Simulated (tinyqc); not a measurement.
Comparisons within one model: delta-doped layer in the Thomas-Fermi potential. A value that a table varies takes the place of the one given here.

All donors ionised in the plane z = 0, zero temperature, energies from the Fermi level EF of the Thomas-Fermi model, which lies at the bulk band edge; c = hbar^2/2m0, q = e^2/(4 pi eps0). Layer in a (001) plane: two valleys with m_z = ml, m_d = mt (unprimed) and four with m_z = mt, m_d = sqrt(ml mt) (primed); m3 = (ml mt^2)^(1/3), gv = 6. With n = (gv/3 pi^2)(m3 (-V)/c)^(3/2) and V'' = -(4 pi q/eps) n for z > 0, the solution is V = -b/(|z| + z0)^4 with sqrt(b) = 20/K, K = (4 pi q/eps)(gv/3 pi^2)(m3/c)^(3/2), and z0^5 = 4b/(e F0), e F0 = 2 pi q N/eps; 1e13/cm^2 = 1e-3/angstrom^2. Exchange and correlation are left out.

Subbands solve -(c/m_z) psi'' + V psi = E psi on 1280 points of spacing z0/80; up to ten levels for each group, kept if bound with an rms width below 2.5 z0.

Constants: hbar^2/2m0 = 3.80998211 eV angstrom^2; e^2/(4 pi eps0) = 14.39964547 eV angstrom.

Values chosen for the exercise (near those of a delta-doped layer in Si; not measured data): ml = 0.909 m0 (longitudinal mass); mt = 0.191 m0 (transverse mass); eps = 11.6 (dielectric constant); Nl = (0.59, 1.2, 2.4, 4.1, 7.1, 12, 19) x 1e13/cm^2 (sheet densities); N = 5.9 x 1e13/cm^2 (donor sheet density).

## Doping density

The well, the lowest level and the filling anew; at zero temperature n_i = g m_d (mu - E_i)/(2 pi c), with mu fixed by sum n_i = N.

Results:

| N (1e13/cm^2) | z0 (angstrom) | depth (eV) | lowest (eV) | next - lowest (eV) | occupied | share of lowest (%) |
|---|---|---|---|---|---|---|
| 0.59 | 35.7 | 0.0411 | -0.0131 | 0.0070 | 2 | 34.0 |
| 1.2 | 31.0 | 0.0725 | -0.0257 | 0.0129 | 2 | 32.6 |
| 2.4 | 27.0 | 0.1262 | -0.0491 | 0.0233 | 3 | 31.1 |
| 4.1 | 24.2 | 0.1937 | -0.0805 | 0.0363 | 3 | 29.9 |
| 7.1 | 21.7 | 0.3006 | -0.1330 | 0.0570 | 3 | 28.6 |
| 12 | 19.5 | 0.4574 | -0.2140 | 0.0872 | 3 | 27.4 |
| 19 | 17.8 | 0.6606 | -0.3235 | 0.1259 | 4 | 26.3 |

The depth grows as N^(4/5) and z0 shrinks as N^(-1/5): factors 16.1 and 2.00 for 32 times the doping. The lowest level deepens faster, with exponent 0.92, since the zero-point energy takes a smaller share of a deeper well (68 % falling to 51 %). The number of occupied subbands is 2 in the first row and 4 in the last. Depths beyond about 0.5 eV stretch parabolic valleys past their range. Up to N = 1.2 the donor spacing exceeds 1.5 Bohr radii (one radius, a0 eps/m with the density-of-states mass, is 19 angstrom), where a uniform sheet is a crude picture of discrete donors (beyond about three radii electrons stay on single donors).

## What each parameter does

z0, depth, lowest level and its rms width. Each row changes one parameter from the base and keeps the others.

Results:

| case | z0 (angstrom) | depth (eV) | lowest (eV) | rms z (angstrom) |
|---|---|---|---|---|
| base | 22.53 | 0.2592 | -0.1123 | 6.08 |
| N = 3.54 x 1e13/cm^2 | 24.95 | 0.1722 | -0.0703 | 7.47 |
| eps = 10.4 | 21.10 | 0.2708 | -0.1144 | 5.95 |
| ml = 1.045 m0 | 21.91 | 0.2521 | -0.1110 | 5.76 |
| mt = 0.162 m0 | 24.06 | 0.2768 | -0.1266 | 5.90 |

The largest shifts from the base row, up to three for each result and ties (the steps differ in size, so this ranks the rows, not the parameters). z0 (angstrom): N +2.42, mt +1.53, eps -1.43. depth (eV): N -0.0869, mt +0.0176, eps +0.0116. lowest (eV): N +0.0420, mt -0.0143, eps -0.0021. rms z (angstrom): N +1.39, ml -0.33, mt -0.19.

Run: tinyqc, `OMP_NUM_THREADS=1 python tinyqc.py 1281368 1281369 out.jsonl`; Intel(R) Xeon(R) Processor @ 2.30GHz, one thread, shared host; about 0.2 s of CPU time with all checks.
